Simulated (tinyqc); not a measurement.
From results back to parameters: optical gain and spontaneous emission in a bulk direct-gap semiconductor.

Problem. The gain spectrum crosses zero at E0 = Eg + Fc + Fv; n = p is hidden.

F_j(eta) = (1/Gamma(j + 1)) integral_0^infinity x^j dx/(1 + exp(x - eta)), which tends to exp(eta) for eta << 0.

Quasi-Fermi levels: n = Nc F_1/2(Fc/kT) and p = Nv F_1/2(Fv/kT), Fc counted up from the conduction edge and Fv down from the valence edge; Nc, Nv from N = 2 (m kB T/(4 pi c))^(3/2) with c = hbar^2/2m0, in 1/angstrom^3; times 1e24 for 1/cm^3, with me and (mhh^(3/2) + mlh^(3/2))^(2/3).

Constants: hbar^2/2m0 = 3.80998211 eV angstrom^2; kB = 8.617333262e-05 eV/K.

Inputs chosen for the exercise (near those of InGaAs; the results hold for these values, not for the real material):
- Eg = 0.756 eV (direct gap)
- me = 0.041 m0 (electron mass)
- mhh = 0.45 m0 (heavy-hole mass)
- mlh = 0.0507 m0 (light-hole mass)
- T = 300 K

E0 = 0.82630 eV

Find: Fc; Fv; n.

Solution. Fc + Fv rises steadily with n, so one n gives E0 - Eg; solve by bisection on ln n.

Fc = 0.111 eV
Fv = -0.041 eV
n = 1.5e+18 1/cm^3

tinyqc: `OMP_NUM_THREADS=1 python tinyqc.py 1651582 1651583 out.jsonl`; about 0.1 s, one thread, shared Intel(R) Xeon(R) Processor @ 2.30GHz.
